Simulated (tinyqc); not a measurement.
Spin coating of a resist or spin-on film: centrifugal thinning, evaporation and the final thickness (Emslie and Meyerhofer models): one step, computed by the program tinyqc.

A Newtonian film stays uniform over the wafer; solvent and solids have the same density and the concentration is uniform through the thickness.

Task: Rates. omega = 2 pi f/60; nu(c) = nu_s + k c^gamma; evaporation rate e = e0 sqrt(f/1000 rpm). Flow constant K = 2 omega^2/(3 nu(c0)); Reynolds number of the air omega R^2/nu_air with nu_air = 15 mm^2/s.

Inputs (values chosen for the exercise, of the order of those of a polymer resist in an ester solvent):

| quantity | value | unit |
|---|---|---|
| solids volume fraction c0 | 0.22 | - |
| kinematic viscosity of the solvent nu_s | 1.8 | mm^2/s |
| viscosity constant k | 1600 | mm^2/s |
| viscosity exponent gamma | 2.7 | - |
| spin speed f | 1000 | rpm |
| evaporation rate at 1000 rpm e0 | 0.15 | micrometre/s |
| wafer radius R | 150 | mm |

Give: omega; nu(c0); evaporation rate e; flow constant K; Reynolds number of the air.

Result:

omega = 104.7 1/s

nu(c0) = 28.63 mm^2/s

evaporation rate e = 0.15 micrometre/s

flow constant K = 2.553e-04 1/(micrometre^2 s)

Reynolds number of the air = 1.571e+05
